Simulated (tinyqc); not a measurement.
Inside a calculation. Model: surface photovoltage measurement of the minority-carrier diffusion length in a wafer. Computed by tinyqc, a small Python program that keeps every step. Command: `OMP_NUM_THREADS=1 python tinyqc.py 3130536 3130537 out.jsonl spv walk`. One thread of a shared host (Intel(R) Xeon(R) Processor @ 2.30GHz), about 0.01 s of CPU time with the checks. Intermediate numbers are printed to about 6 digits and carried at full precision; extremes and crossings named in words are read from the listed rows.

Low injection, steady light, a depletion layer much thinner than 1/alpha and L. The excess density dn is taken at the front edge of the neutral region; light that reaches the back is lost.

Inputs (values chosen for the exercise, modelled on p-type silicon at room temperature):
```
quantity                                              value               unit
diffusion length L                                      360         micrometre
wafer thickness W                                       775         micrometre
diffusivity D                                            30             cm^2/s
front recombination velocity S_f                       2800               cm/s
back recombination velocity S_b                         590               cm/s
photon flux entering                                6.8e+12         1/(cm^2 s)
minority density at the surface barrier scale n_0   5.5e+09             1/cm^3
temperature T                                           298                  K
wavelength                                              853                 nm
relative noise of each reading                            1                  %
diffusion length after pair splitting over L           0.73                  -
iron factor C                                      1.03e+16  micrometre^2/cm^3
```

Constants: k_B = 8.617333262e-05 eV/K.

## One wavelength

alpha = (84.732/lambda - 76.417)^2 per cm with lambda in micrometre (an empirical fit for silicon between 0.7 and 1.05 micrometre). Thick wafer: dn = Phi L/((S_f + D/L)(L + 1/alpha)). Finite wafer, with s = S_b L/D, w = W/L, a = alpha L: dn = [Phi a/(a^2 - 1)] [a - B - exp(-alpha W)(a - s)/(cosh w + s sinh w)]/(S_f + B D/L), B = (sinh w + s cosh w)/(cosh w + s sinh w). Photovoltage V = (k_B T/e) ln(1 + dn/n_0). Lifetime = L^2/D.

alpha = 525.194 1/cm

penetration depth 1/alpha = 19.0406 micrometre

dn, thick wafer = 1.77754e+09 1/cm^3

B = 0.995397

dn, finite wafer = 1.77988e+09 1/cm^3

photovoltage V = 7.19971 mV

lifetime = 43.2 microsecond

Caution: dn is not small against n_0, so V is not linear in the flux; the constant-flux reading then needs dn, not V.

## The linear plot

normal deviates g for the noise: -0.60  -0.80  -0.18  -1.28  0.82  1.17  -1.40

Readings y = (Phi/dn) (1 + noise x g) at 780, 830, 880, 920, 950, 975 and 995 nm; a least-squares line y = c (1/alpha + L_app) gives L_app = intercept/slope.

Readings:
```
lambda (nm)  1/alpha (micrometre)  y (cm/s)  line (cm/s)
780                         9.636   3703.82      3713.75
830                        15.176   3751.48      3769.08
880                        25.330   3876.53      3870.49
920                        40.658   3985.36      4023.57
950                        61.278   4278.09      4229.52
975                        90.917   4592.30      4525.53
995                       130.888   4869.08      4924.73
```

slope = 9.98732 cm/(s micrometre)

apparent length L_app = 362.211 micrometre

error of L_app (rounded to 0.001) = 0.614 %

Without noise the error would be +0.9 %, from the finite thickness at W/L = 2.2. S_f scales all readings alike and leaves L_app unchanged.

## Where the wafer is too thin

No noise; L is varied at fixed W, and the last two columns set S_b to 0 and to 1e7 cm/s.

Apparent length (micrometre):
```
L           W/L  given S_b      S_b = 0  S_b = 1e7
38.8    19.9742      38.80  3.88000e+01     38.800
77.5    10.0000      77.50  7.75001e+01     77.500
155.0    5.0000     155.05  1.55100e+02    154.887
232.0    3.3405     232.70  2.33971e+02    229.923
388.0    1.9974     391.37  4.17454e+02    359.551
620.0    1.2500     602.29  7.94476e+02    479.051
1010.0   0.7673     832.47  1.75591e+03    564.620
1630.0   0.4755     992.22  4.06370e+03    607.415
3100.0   0.2500    1091.97  1.19646e+04    629.446
```

With a fast back surface L_app levels off, at 629 micrometre in the last row; with a passive one it reaches up to 3.86 times L among these rows and is 12000 in the last. All three columns are within 5 % of L down to W/L = 3.3.

## Iron from two lengths

Splitting iron-boron pairs in boron-doped silicon shortens L; with nothing else changing, [Fe] = C (1/L_after^2 - 1/L^2). It is evaluated with the true lengths and with the apparent ones (without noise), which differ when the wafer is not thick against L.

L_after = 262.8 micrometre

[Fe] from the true lengths = 6.96621e+10 1/cm^3

[Fe] from the apparent lengths = 6.96402e+10 1/cm^3

bias, apparent over true less 1 (rounded to 0.001) = -0.031 %

Checks made by the program: dn against a finite-difference solution (relative difference 1e-05).
